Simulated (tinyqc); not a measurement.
Born-Oppenheimer dynamics on the RHF/sto-3g surface (energies and gradients from PySCF), for H4, spin multiplicity 1, step by step. Computed by tinyqc, a small Python program that keeps every step (integrals from PySCF). Settings: charge = 0, multiplicity = 1, basis = sto-3g, time step (fs) = 0.5, steps = 16. Command: `OMP_NUM_THREADS=1 python tinyqc.py 24039 24040 out.jsonl` (the two numbers bound the seeds that draw the settings). One thread of a shared host (Intel(R) Xeon(R) Processor @ 2.60GHz), about 0.6 s of CPU time with the checks.

positions (bohr), order 1H, 2H, 3H, 4H:
$$\begin{pmatrix}
0.086927 & -0.128501 & -0.149288 \\
-0.037795 & 0.035905 & 1.787681 \\
0.024566 & 2.282789 & -0.064251 \\
0.041574 & 2.248774 & 1.812247
\end{pmatrix}$$

The total energy should stay constant up to terms of order dt^2; the step counts as short enough if it moves by less than 2 % of the largest kinetic energy.

Trajectory:
```
time (fs)  1H-2H (angstrom)  potential (hartree)  kinetic (hartree)  total (hartree)
0.000000           1.030801          -1.92928424         0.00129947      -1.92798477
0.500000           1.020056          -1.95008283         0.02164495      -1.92843788
1.000000           0.966419          -2.01217208         0.08250094      -1.92967114
1.500000           0.872781          -2.09553557         0.16360285      -1.93193272
2.000000           0.746795          -2.16383863         0.22757929      -1.93625934
2.500000           0.608138          -2.15767217         0.21828209      -1.93939007
3.000000           0.504738          -2.07313176         0.14861941      -1.92451235
3.500000           0.510858          -2.11064857         0.18027904      -1.93036953
4.000000           0.621577          -2.20993920         0.27097909      -1.93896011
4.500000           0.763603          -2.21959084         0.28546807      -1.93412278
5.000000           0.893263          -2.17932327         0.24837337      -1.93094990
5.500000           0.993150          -2.13418976         0.20445003      -1.92973973
6.000000           1.056601          -2.10343069         0.17410447      -1.92932622
6.500000           1.081121          -2.09390641         0.16467582      -1.92923059
7.000000           1.066037          -2.10720114         0.17786274      -1.92933840
7.500000           1.011837          -2.14136935         0.21157189      -1.92979745
8.000000           0.920590          -2.18870933         0.25758189      -1.93112744
```

Is the time step short enough?

No. The total energy moves within 1.5e-02 hartree; that is over 2 % of the largest kinetic energy, so the time step is too long.
